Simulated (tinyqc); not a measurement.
What each parameter does: two-dimensional electron gas with Rashba and Dresselhaus coupling.

H = c k^2/m + al (ky sx - kx sy) + b1 (kx sx - ky sy) + gam kx ky (kx sy - ky sx), s the Pauli matrices, x = [100], c = hbar^2/2m0, b1 = gam (pi/L)^2 (hard walls). H = c k^2/m + B.s, so E = c k^2/m -/+ |B| and the lower state has its spin along -B.

Constants: hbar^2/2m0 = 3.80998211 eV angstrom^2.

Parameters, chosen for this exercise (of the size met in InGaAs; the results hold for these values, not for the real material): m = 0.0391 m0 (mass); al = 0.12 eV angstrom (Rashba constant); gam = 25.2 eV angstrom^3 (bulk Dresselhaus constant); L = 168 angstrom (width of the (001) well); n = 7.4 1e11/cm^2 (sheet density (one subband filled)).

Splittings 2|B| at k0 = sqrt(2 pi n) along [100], [110] and [-110], and E0 = c k0^2/m; 1e11/cm^2 = 1e-5/angstrom^2.

One parameter was then changed.

Results before and after:
```
case     [100] (meV)  [110] (meV)  [-110] (meV)  E0 (meV)
base          5.1890       5.3025        5.0477     45.31
changed       5.1951       5.3279        5.0222     45.31
```

Which of these changes was made? (a) m = 0.04301 m0; (b) gam = 30.24 eV angstrom^3; (c) L = 188 angstrom; (d) n = 11.1 1e11/cm^2; (e) al = 0.144 eV angstrom.

Answer: (b) gam = 30.24 eV angstrom^3. Of the candidates, run in turn, only this one gives the changed row.

All candidates:
```
case                       [100] (meV)  [110] (meV)  [-110] (meV)  E0 (meV)
base                            5.1890       5.3025        5.0477     45.31
m = 0.04301 m0                  5.1890       5.3025        5.0477     41.19
al = 0.144 eV angstrom          6.2217       6.3375        6.0827     45.31
gam = 30.24 eV angstrom^3       5.1951       5.3279        5.0222     45.31
L = 188 angstrom                5.1840       5.2259        5.1243     45.31
n = 11.1 1e11/cm^2              6.3552       6.3394        6.3369     67.96
```

Run: tinyqc, `OMP_NUM_THREADS=1 python tinyqc.py 1482888 1482889 out.jsonl`; Intel(R) Xeon(R) Processor @ 2.30GHz, one thread, shared host; about 0.01 s of CPU time with all checks.
